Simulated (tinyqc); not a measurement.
Surface potential of a MOS transistor: implicit equation and explicit approximations: two steps of the calculation.

p-type body, charge-sheet picture, depletion and inversion only, full ionisation (an idealisation for deep acceptors), Boltzmann statistics (rough once Na exp(x - xn) passes about Nc/7). In units of Vt: xg = (Vg - Vfb)/Vt, x = psi/Vt, G = gamma/sqrt(Vt), xn = (2 phiF + Vc)/Vt. The implicit equation is (xg - x)^2 = G^2 [x - 1 + exp(x - xn)] for x above about 3. Cox = eps0 eox/tox.

Values chosen for this exercise; band and dielectric values close to those of silicon:
```
symbol  value  unit                                                                 meaning
T         300     K                                                             temperature
eox      25.2        relative permittivity of the gate insulator (close to zirconium oxide)
tox        69    nm                                                     insulator thickness
Vc          0     V                                                    channel-body voltage
```

Constants: q = 1.602176634e-19 C, kB = 1.380649e-23 J/K, Vt = kB T/q, eps0 = 8.8541878128e-14 F/cm where lengths are in cm. Results are converted to the units shown.

Question 1. Explicit approximation. Depletion value a = 1 + [sqrt(G^2/4 + xg - 1) - G/2]^2; inversion value b = xn + ln[(xg - xn)^2/G^2 - xn + 1] and first guess y = min(a, b) - ln(1 + exp(-|a - b|)) if a > xn + 1, else b = y = a; one second-order correction with D = exp(y - xn), p = 2 (xg - y) + G^2 (1 + D), w = (xg - y)^2 - G^2 (y - 1 + D): z = y + 2 w/(p + sqrt(p^2 - 2 (2 - G^2 D) w)), or the Newton step z = y + w/p where the root is not real.

G = 2.6334940
xn = 30.175393
xg = 31.332199

Find: a; b; y; p; w; z.

Answer 1.

a = 19.89
b = 19.89
y = 19.89
p = 29.83
w = -2.360e-4
z = 19.89

The root of the implicit equation is x = 19.8872; y misses it by 7.9e-6 and z by -3.6e-15, in units of Vt.

Question 2. Potential, charges and gate control. psi = Vt x; N_dep = Cox Vt G sqrt(x - 1)/q; N_inv = (Cox Vt G/q) [sqrt(x - 1 + exp(x - xn)) - sqrt(x - 1)]; dpsi/dVg = 1/[1 + G^2 (1 + exp(x - xn))/(2 (xg - x))].

converged x = 19.887185
G = 2.6334940
xn = 30.175393
xg = 31.332199

Give: psi; N_dep; N_inv; dpsi/dVg.

Answer 2.

psi = 0.51412 V
N_dep = 5.9717e11 cm^-2
N_inv = 5.3801e5 cm^-2
dpsi/dVg = 0.76746

psi lies 10 Vt below 2 phiF + Vc.

Program tinyqc, `OMP_NUM_THREADS=1 python tinyqc.py 2122178 2122179 out.jsonl`; Intel Xeon 2.30GHz, shared host, one thread, about 0.01 s.
